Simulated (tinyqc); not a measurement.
# Threshold of a short bulk MOSFET: charge sharing, barrier lowering, narrow width: effects of single changes

n-channel device on a p-type body, depletion approximation, full ionisation. Uniform doping N = Na. Vbi from Boltzmann statistics is rough for the degenerate source. Cox = eps0 eox/tox.

Parameters, values chosen for the exercise; band and dielectric values close to those of silicon:

| symbol | value | unit | meaning |
|---|---|---|---|
| T | 250 | K | temperature |
| Eg | 1.11 | eV | band gap |
| eps_r | 11.8 |  | relative permittivity |
| Nc | 2.11e19 | cm^-3 | conduction-band density of states at T |
| Nv | 1.99e19 | cm^-3 | valence-band density of states at T |
| eox | 24.7 |  | relative permittivity of the gate insulator (close to zirconium oxide) |
| tox | 7.5 | nm | insulator thickness |
| Na | 1e17 | cm^-3 | channel doping |
| Nsd | 1e20 | cm^-3 | source and drain doping |
| Vfb | -0.98 | V | flat-band voltage for the doping Na |
| xj | 130 | nm | junction depth |
| Vbs | -0.5 | V | body-source voltage |
| Vds | 0.5 | V | drain-source voltage |
| W | 860 | nm | gate width |
| xw | 0 |  | shape factor of the fringing depletion at the width edges |
| L | 300 | nm | channel length |

Constants: q = 1.602176634e-19 C, kB = 1.380649e-23 J/K, Vt = kB T/q, eps0 = 8.8541878128e-14 F/cm where lengths are in cm. Results are converted to the units shown.

Each table varies one quantity; the others keep the values above.

## Threshold roll-off against channel length

ni = sqrt(Nc Nv) exp(-Eg/(2 Vt)), Eg in volts; 2 pB = 2 Vt ln(N/ni); flat band Vfb - Vt ln(N/Na); Wd = sqrt(2 eps0 eps_r (2 pB - Vbs)/(q N)); body term q N Wd/Cox; long-channel VT0 = flat band + 2 pB + body term; Vbi = Vt ln(N Nsd/ni^2); scale length l = sqrt((eps_r/eox) tox Wd). Charge sharing (trapezoid; it ignores Vds): F = (xj/L)(sqrt(1 + 2 Wd/xj) - 1), lowering = body term times F. Barrier lowering: th = exp(-L/(2 l)) + 2 exp(-L/l), lowering = th [2 (Vbi - 2 pB) + Vds], DIBL = th. Narrow width: rise = body term times xw Wd/W. VT by each model = VT0 - lowering + rise. DIBL under 0.001 mV/V is printed as 0.

The same in every row: N (cm^-3) = 1.000e17; VT0 (V) = -0.02560.

Threshold roll-off against channel length:
```
L (nm)    L/l        F  DIBL (mV/V)  VT, charge sharing (V)  VT, barrier lowering (V)
150     6.841   0.6505        34.84                -0.07356                  -0.05339
210     9.577   0.4646        8.463                -0.05986                  -0.03235
300     13.68   0.3252        1.072                -0.04958                  -0.02646
440     20.07   0.2218      0.04392                -0.04195                  -0.02564
630     28.73   0.1549            0                -0.03702                  -0.02560
910     41.50   0.1072            0                -0.03351                  -0.02560
1300    59.29  0.07506            0                -0.03114                  -0.02560
```

VT by barrier lowering rises from -0.0534 to -0.0256 V and VT by charge sharing rises from -0.0736 to -0.0311 V. For L = 150 F exceeds 0.5: the shares of source and drain overlap, and the trapezoid formula no longer holds.

## Effect of the gate width

Same model as above.

Effect of the gate width:
```
W (nm)  N (cm^-3)   VT0 (V)    L/l       F  DIBL (mV/V)  VT, charge sharing (V)  VT, barrier lowering (V)
40       1.000e17  -0.02560  13.68  0.3252        1.072                -0.04958                  -0.02646
74       1.000e17  -0.02560  13.68  0.3252        1.072                -0.04958                  -0.02646
140      1.000e17  -0.02560  13.68  0.3252        1.072                -0.04958                  -0.02646
250      1.000e17  -0.02560  13.68  0.3252        1.072                -0.04958                  -0.02646
470      1.000e17  -0.02560  13.68  0.3252        1.072                -0.04958                  -0.02646
870      1.000e17  -0.02560  13.68  0.3252        1.072                -0.04958                  -0.02646
1600     1.000e17  -0.02560  13.68  0.3252        1.072                -0.04958                  -0.02646
3000     1.000e17  -0.02560  13.68  0.3252        1.072                -0.04958                  -0.02646
```

As W goes from 40 to 3000, VT0 stays at -0.0256 V, DIBL stays at 1.07 mV/V, F stays at 0.325 and VT by barrier lowering stays at -0.0265 V. The width enters only through the rise xw Wd/W.

Program tinyqc, `OMP_NUM_THREADS=1 python tinyqc.py 2002096 2002097 out.jsonl`; Intel Xeon 2.30GHz, shared host, one thread, about 0.01 s.
